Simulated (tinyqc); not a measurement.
The methods across T_c: square-lattice Ising model by mean field, Bethe lattice, transfer matrix, exact enumeration and Monte Carlo steps. Computed by tinyqc, a small Python program. Command: `OMP_NUM_THREADS=1 python tinyqc.py 3028834 3028835 out.jsonl ising walk`. One thread of a shared host (Intel(R) Xeon(R) Processor @ 2.30GHz), about 1 s of CPU time with the checks.

H = -J sum over nearest pairs s_i s_j, s = +-1, no field, periodic boundaries; energies per site are in J. As a lattice gas or an alloy, s marks which species holds the site.

Inputs (values chosen for the exercise, for a model lattice): coupling J = 34.8 meV; factor on the grid 1.5, 1.85, 2.1, 2.45, 2.65, 3.1, 3.6, 4.4 of k_B T/J = 0.994.

Enumerated cell: 4 x 5.

Constants: k_B = 8.617333262e-05 eV/K.

Method:
- K = J/(k_B T). Mean field: m = tanh(4 K m), u = -2 m^2. Bethe: cavity field h = 3 artanh(tanh K tanh h), m = tanh(4h/3), u = -2 (tanh K + tanh^2 h)/(1 + tanh K tanh^2 h). Exact: m = [1 - sinh(2K)^(-4)]^(1/8) below T_c; u = -coth(2K) [1 + (2/pi)(2 tanh^2(2K) - 1) K1(k)], k = 2 sinh(2K)/cosh^2(2K), K1 the complete elliptic integral of the first kind. The largest root is taken.
- Weights count x exp(-K E); N = 20; u = <E>/N, c = K^2 (<E^2> - <E>^2)/N in k_B, Binder U = 1 - <M^4>/(3 <M^2>^2).
- The grid values of k_B T/J times the given factor are rounded to 3 figures before use.

States of the 4 x 5 cell:
```
E (J)  |M|  count
-40     20      2
-32     18     40
-28     16     80
-24      4     10
-24     12     50
-24     14    240
-24     16    300
-20      0     44
-20      2     80
-20      6     80
-20      8    160
-20     10    408
-20     12    680
-20     14    960
-16      0    260
-16      2    640
-16      4   1080
-16      6   1280
-16      8   1760
-16     10   2200
-16     12   3060
-16     14   1080
-12      0   2960
-12      2   5800
-12      4   5840
-12      6   6680
-12      8   7680
-12     10   8400
-12     12   3880
-8       0  10380
-8       2  21680
-8       4  22650
-8       6  23000
-8       8  20620
-8      10  11280
-8      12   2020
-4       0  30880
-4       2  59640
-4       4  54960
-4       6  44240
-4       8  25200
-4      10   6680
0        0  48442
0        2  91280
0        4  72320
0        6  42880
0        8  15720
0       10   2040
4        0  46640
4        2  82600
4        4  55920
4        6  26200
4        8   5200
8        0  29000
8        2  49320
8        4  27960
8        6   8120
8        8   1180
12       0  11740
12       2  17960
12       4   8680
12       6   2160
16       0   3200
16       2   5360
16       4   1860
16       6    400
20       0    960
20       2   1200
20       4    600
24       0    200
24       2    280
24       4     60
28       0     40
28       2     80
32       0     10
```

Order and energy:
```
k_B T/J   T (K)  m mean field  m Bethe  m exact  <|m|> cell  u Bethe  u exact   u cell   U cell
1.49      601.7       0.99023  0.98743  0.98707     0.98673  -1.9537  -1.9531  -1.9526  0.66445
1.84      743.1       0.97109  0.95567  0.95020     0.94852  -1.8489  -1.8408  -1.8390  0.65524
2.09      844.0       0.94834  0.90823  0.87412     0.88948  -1.7104  -1.6716  -1.6883  0.63682
2.44      985.4       0.90088  0.77287  0.00000     0.76177  -1.3886  -1.1617  -1.3992  0.58399
2.63     1062.1       0.86610  0.63039  0.00000     0.68525  -1.1318  -1.0077  -1.2375  0.54283
3.08     1243.8       0.75108  0.00000  0.00000     0.53369  -0.6275  -0.7866  -0.9290  0.43233
3.58     1445.7       0.53724  0.00000  0.00000     0.42857  -0.5446  -0.6409  -0.7160  0.32561
4.37     1764.8       0.00000  0.00000  0.00000     0.34253  -0.4498  -0.5008  -0.5316  0.21921
```

What does the comparison show, and why?

At k_B T/J = 1.49 all values of m agree within 0.004. At 2.44 the exact m is 0 while Bethe gives 0.77, mean field 0.90 and the cell 0.76: neglect of fluctuations raises T_c, and a finite cell rounds the transition. U falls from 0.664 (2/3 when ordered) to 0.219 (0 for a large disordered system).
